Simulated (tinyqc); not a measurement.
# Ellipsometry and reflectance of a transparent film on an absorbing substrate: what changes with what

Air (index 1), film, substrate with N2 = n2 - i k2; time factor exp(+i w t). q_j = sqrt(N_j^2 - sin^2 th), root with positive real part. Fresnel coefficients r_s = (q_a - q_b)/(q_a + q_b), r_p = (N_b^2 q_a - N_a^2 q_b)/(N_b^2 q_a + N_a^2 q_b). tan(Psi) exp(i Delta) = R_p/R_s, Delta taken from 0 to 360 degrees.

Parameters, values chosen for the exercise; indices close to those of photoresist on silicon: wavelength lam = 405 nm; angle of incidence th = 65 degrees; index of the transparent film n1 = 1.632; film thickness d = 180 nm; index of the substrate n2 = 5.42; extinction coefficient of the substrate k2 = 0.329.

Each table varies one quantity; the others keep the values above.

## Psi and Delta against the film thickness

beta = 2 pi d q1/lam, X = exp(-2 i beta), R = (r01 + r12 X)/(1 + r01 r12 X) for p and s. The last column is the derivative of Delta.

Psi and Delta against the film thickness:
```
d (nm)  Psi (degrees)  Delta (degrees)  |R_p|^2  |R_s|^2  dDelta/dd (degrees/nm)
0               25.10            177.0   0.1600   0.7292                  -2.405
1               25.12            174.6   0.1602   0.7290                  -2.400
2               25.15            172.2   0.1606   0.7286                  -2.394
3               25.19            169.8   0.1611   0.7280                  -2.384
4               25.25            167.4   0.1618   0.7273                  -2.373
5               25.32            165.1   0.1626   0.7263                  -2.358
6               25.40            162.7   0.1635   0.7252                  -2.342
7               25.49            160.4   0.1646   0.7239                  -2.323
8               25.60            158.1   0.1658   0.7225                  -2.302
```

Read the table: what changes, and by how much?

Delta falls from 177.02 to 158.09 degrees while Psi moves from 25.10 to 25.60: Delta changes 37.8 times as much as Psi. With the slope of the first row an error of 0.01 degree in Delta means 0.0042 nm.

## Effect of the index of the transparent film

Same model as above.

dDelta/dd is the derivative of Delta; period lam/(2 q1).

Results:
```
n1    Psi (degrees)  Delta (degrees)  |R_p|^2  |R_s|^2  dDelta/dd (degrees/nm)  period (nm)
1.25          32.73            234.9   0.2576   0.6235                 -0.3999        235.2
1.45          25.12            174.8   0.1602   0.7291                  -2.056        178.9
1.65          31.42            110.2   0.2245   0.6016                  -1.358        146.9
2.05          35.64            276.8   0.1793   0.3488                  -2.088        110.1
2.25          25.54            223.9   0.1544   0.6764                  -2.807        98.33
2.45          25.08            171.2   0.1593   0.7274                  -2.820        88.96
2.65          23.64            125.9   0.1199   0.6259                  -3.313        81.32
```

Estimate the missing row, n1 = 1.85.

Computed row:
```
n1    Psi (degrees)  Delta (degrees)  |R_p|^2  |R_s|^2  dDelta/dd (degrees/nm)  period (nm)
1.85          58.28            75.71   0.2351  0.08978                  -1.627        125.6
```

With this row back in the table: Psi moves up and down between 23.6 and 58.3 degrees and |R_p|^2 moves up and down between 0.120 and 0.258. The slope of Delta is largest in size, 3.31 degrees/nm, at n1 = 2.65 among the rows.

Numbers from tinyqc (`OMP_NUM_THREADS=1 python tinyqc.py 2870155 2870156 out.jsonl`; about 0.5 s on one thread of a shared Intel Xeon 2.30GHz).
